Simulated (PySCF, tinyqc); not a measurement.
CID on RHF in the sto-3g basis, for H2, spin multiplicity 1, step by step. The lowest restricted solution is unstable here: a spin-polarised one lies 0.0023 hartree lower (PySCF). Computed by tinyqc, a small Python program that keeps every step (integrals from PySCF). Settings: charge = 0, multiplicity = 1, basis = sto-3g, method = RHF, energy threshold = 1e-10, iteration cap = 88, orthogonalisation = symmetric, start = atomic densities, DIIS depth = 6, ci = CID. Command: `OMP_NUM_THREADS=1 python tinyqc.py 27910 27911 out.jsonl` (the two numbers bound the seeds that draw the settings). One thread of a shared host (Intel(R) Xeon(R) Processor @ 2.60GHz), about 0.05 s of CPU time with the checks. The early iterations of the SCF are left out here.

## One-electron integrals

Geometry (angstrom):

| atom | x | y | z |
|---|---|---|---|
| H | 0.000000 | 0.000000 | 0.000000 |
| H | 0.000000 | 0.000000 | 1.217000 |

Basis sto-3g: exponents (1/bohr^2) and contraction coefficients of normalised primitives:

| element | l (shell) | exponent | coefficient |
|---|---|---|---|
| H | s (1) | 3.425251 | 0.154329 |
| H | s (1) | 0.623914 | 0.535328 |
| H | s (1) | 0.168855 | 0.444635 |

Overlap, kinetic and nuclear-attraction integrals over the contracted functions; the nuclear repulsion is the sum of Za Zb / Rab.

nuclear repulsion = 0.43482104 hartree

overlap S:
```
          1H 1s     2H 1s
1H 1s  1.000000  0.378552
2H 1s  0.378552  1.000000
```

kinetic energy T (hartree):
```
          1H 1s     2H 1s
1H 1s  0.760032  0.049177
2H 1s  0.049177  0.760032
```

nuclear attraction V (hartree):
```
           1H 1s      2H 1s
1H 1s  -1.655770  -0.549203
2H 1s  -0.549203  -1.655770
```

core Hamiltonian H = T + V (hartree):
```
           1H 1s      2H 1s
1H 1s  -0.895738  -0.500026
2H 1s  -0.500026  -0.895738
```

## Two-electron integrals

Functions are numbered as in S; the eight-fold symmetry (ij|kl) = (ji|kl) = (kl|ij) leaves the list below.

Two-electron integrals (ij|kl) in chemists' order, unique and non-zero (hartree):
```
(11|11) 0.774606   (21|11) 0.220648   (21|21) 0.086927   (22|11) 0.413223
(22|21) 0.220648   (22|22) 0.774606
```

## Orthogonalisation

S = U s U^T; symmetric (Loewdin) form X = U s^(-1/2) U^T, so that X^T S X = 1.

eigenvalues of S: 0.621448  1.378552

X:
```
           1H 1s      2H 1s
1H 1s   1.060112  -0.208408
2H 1s  -0.208408   1.060112
```

## Iteration 3 (converged): orbitals

converged F (hartree):
```
           1H 1s      2H 1s
1H 1s  -0.186508  -0.395259
2H 1s  -0.395259  -0.186508
```

Diagonalise F' = X^T F X, C = X C', fill 1 alpha and 1 beta electrons from the bottom; D = 2 C_occ C_occ^T. Each column has its largest component positive (the first on a tie).

F' = X^T F X (hartree):
```
           1          2
1  -0.043051  -0.378962
2  -0.378962  -0.043051
```

orbital energies (hartree): MO1 -0.422013, MO2 0.335911

coefficients C:
```
            MO1        MO2
1H 1s  0.602245   0.896979
2H 1s  0.602245  -0.896979
```

D after iteration 3:
```
          1H 1s     2H 1s
1H 1s  0.725399  0.725399
2H 1s  0.725399  0.725399
```

## Convergence

Stop when the energy changes by less than 1e-10 hartree and every element of the error matrix X^T (F D S - S D F) X is below 3e-06.

Course of the cycle:

| iteration | E (hartree) | change | largest element of the error matrix |
|---|---|---|---|
| 1 | -0.64196551 | - | 7.22e-17 |
| 2 | -0.99967762 | -3.58e-01 | 3.65e-16 |
| 3 | -0.99967762 | -2.22e-16 | 2.45e-16 |

PySCF RHF in the same basis = -0.99967762 hartree

Converged in 3 iterations.

## Integrals over molecular orbitals

(pq|rs) = sum C_ip C_jq C_kr C_ls (ij|kl), one index at a time.

one-electron integrals over orbitals h = C^T H C (hartree):
```
           1          2
1  -1.012485   0.000000
2   0.000000  -0.636758
```

Two-electron integrals over orbitals (pq|rs), unique and non-zero (hartree):
```
(11|11) 0.590472   (21|21) 0.210916   (22|11) 0.591792   (22|22) 0.620267
```

## CID: determinants and Hamiltonian

Hartree-Fock energy = -0.99967762 hartree

Slater-Condon rules over spin orbitals, with the nuclear repulsion added and E(HF) subtracted on the diagonal.

Occupation strings over the orbitals (2 doubly, a alpha, b beta, 0 empty; spin orbitals ordered 1a 1b 2a 2b ...): 20 02

H - E(HF) between determinants (hartree):
```
          20        02
20  0.000000  0.210916
02  0.210916  0.781251
```

## CID: roots

Diagonalise (each vector has its largest component positive (the first on a tie)); all determinants have Ms = 0, so triplets appear too. The lowest singlet root is the correlation energy.

lowest roots of this matrix, relative to E(HF) (hartree): -0.053305  0.834555

lowest vectors:
```
       root 1    root 2
20   0.969517  0.245025
02  -0.245025  0.969517
```

<S^2> of these roots: 0.000000  0.000000

weight of the ground state by excitation level 0, 1, 2, ...: 0.939963  0.000000  0.060037
